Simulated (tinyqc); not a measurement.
Ways to average over directions: averaged masses of warped heavy- and light-hole bands.

Four-band hole energies E = c k^2 f(u), c = hbar^2/2m0, f = g1 -/+ 2 sqrt(g2^2 + 3 (g3^2 - g2^2) s), s = ux^2 uy^2 + uy^2 uz^2 + uz^2 ux^2 for the unit vector u; minus for heavy, plus for light holes; the mass along u is 1/f.

Grid: n x n midpoints in cos(theta) from 0 to 1 and phi from 0 to pi/2, equal weights. m_d = <f^(-3/2)>^(2/3). Conductivity mass for one scattering time: 1/m_c = <|w|^2 f^(-5/2)>/<f^(-3/2)> with w = grad_k(k^2 f)/(2 k), that is |w|^2 = f^2 + |angular gradient of f|^2/4.

Values chosen for the exercise (out of a larger set: near those of InAs; not measured data): g1 = 20.05 (Luttinger gamma1); g2 = 8.42 (gamma2); g3 = 9.23 (gamma3).

Heavy and light m_d on grids of growing n, against n = 160; also the three-direction rule <F> = (10 F[100] + 16 F[110] + 9 F[111])/35 and the spherical masses 1/(g1 (1 -/+ mu)), mu = (6 g3 + 4 g2)/(5 g1).

Masses (m0):
```
method             heavy   light  error heavy (%)  error light (%)
grid n = 1        0.6195  0.0260            32.19            -1.60
grid n = 2        0.4773  0.0263             1.85            -0.26
grid n = 3        0.4733  0.0264             0.99            -0.12
grid n = 5        0.4700  0.0264             0.29            -0.05
grid n = 10       0.4690  0.0264             0.07            -0.01
grid n = 160      0.4686  0.0264             0.00             0.00
three directions  0.4889  0.0264             4.33             0.04
spherical         0.4468  0.0264            -4.65             0.02
[100] alone       0.3115  0.0271           -33.52             2.65
```

How do the results move, and what explains it?

The heavy mass is within 1 % from grid n = 3 on. Three directions err by +4.33 %, the spherical form by -4.65 % and [100] alone by -33.5 %; for light holes the same three err by +0.04, +0.02 and +2.7 %. The power -3/2 weights the heavy directions near [111], which a mean of f misses.

Program tinyqc; command `OMP_NUM_THREADS=1 python tinyqc.py 1080618 1080619 out.jsonl`; about 0.03 s on one thread of a shared Intel(R) Xeon(R) Processor @ 2.30GHz.
